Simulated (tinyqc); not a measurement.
Five-frequency model of solute diffusion by vacancies in an fcc metal: one step, computed by the program tinyqc. Command: `OMP_NUM_THREADS=1 python tinyqc.py 3011186 3011187 out.jsonl fivefreq walk`. One thread of a shared host (Intel(R) Xeon(R) Processor @ 2.30GHz), about 0.07 s of CPU time with the checks.

A vacancy next to the solute exchanges with it (w2), jumps to one of 4 sites that also neighbour the solute (w1) or to one of 7 that do not (w3); w4 is the reverse of w3 and w0 the host jump.

Question. Diffusivities. c_v = exp(S_f - E_f/(k_B T)); host D0 = a^2 c_v w0 x 0.7815; solute D2 = a^2 c_v exp(E_b/(k_B T)) w2 f2; 1 angstrom^2 = 1e-16 cm^2.

Inputs (values chosen for the exercise, for a model solute in a host close to copper):
```
quantity,value,unit
binding energy E_b (positive for attraction),0.2,eV
vacancy formation energy E_f,1.3,eV
formation entropy S_f,1.2,k_B
lattice constant a,3.61,angstrom
temperature T,612,K
```

rates (1/s): w0 1.548069e+07, w1 8.212291e+07, w2 6849964, w3 1243210, w4 5.514813e+07

correlation factor f2 = 0.9249405

Constants: k_B = 8.617333262e-05 eV/K.

Give: vacancy fraction c_v; host diffusivity D0; solute diffusivity D2; ratio D2/D0.

Answer.

vacancy fraction c_v = 6.542e-11

host diffusivity D0 = 1.032e-18 cm^2/s

solute diffusivity D2 = 2.396e-17 cm^2/s

ratio D2/D0 = 23.23

The ratio splits into binding 44.4, exchange rate 0.442 and correlation 1.18.
